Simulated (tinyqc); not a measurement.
Ballistic Schottky-barrier transistor with a one-dimensional channel, WKB contacts: one step of the calculation.

Source Fermi level 0, drain Fermi level -Vd. Far from the contacts Ec = pn - psi, and the gate moves psi one to one; the band edges relax as exp(-x/lam) from pn at the source and pn - Vd at the drain; Ev = Ec - Eg. A carrier of energy w inside the channel band meets at a contact a barrier of height D (the contact edge beyond the channel edge): T = 1 for w >= D, else exp(-S), S = 4 lam sqrt(m/C) [sqrt(D - w) - sqrt(w) arctan sqrt((D - w)/w)], C = hbar^2/(2 m0). The two contacts combine as Ts Td/(Ts + Td - Ts Td).

Question. Transmission of one of the electrons. S and T at both contacts for w = w0, and the tunnelling distance lam ln(D/w) at the higher barrier.

Values chosen for this exercise; channel values close to those of a germanium nanowire:
- mn = 0.12 m0 (electron mass)
- lam = 2.9 nm (screening length at the contacts)
- w0 = 0.26 eV (energy of one carrier inside the channel band)

Constants: q = 1.602176634e-19 C, hbar = 1.054571817e-34 J s, m0 = 9.1093837015e-31 kg, hbar^2/(2 m0) = 0.0380998212 eV nm^2. Results are converted to the units shown.

D for electrons (eV): source 0.81000000, drain 0.76000000

Find: S at the source; S at the drain; combined T; tunnelling distance.

Answer.

S at the source = 5.1012
S at the drain = 4.6262
combined T = 0.0037686
tunnelling distance = 3.2954 nm

Range of the model: No scattering, image-force lowering, channel charge or band-to-band tunnelling; parabolic kappa overstates S deep in the gap.

Computed by the program tinyqc: `OMP_NUM_THREADS=1 python tinyqc.py 2390040 2390041 out.jsonl`, one thread of a shared Intel Xeon 2.30GHz, about 0.04 s for the whole run.
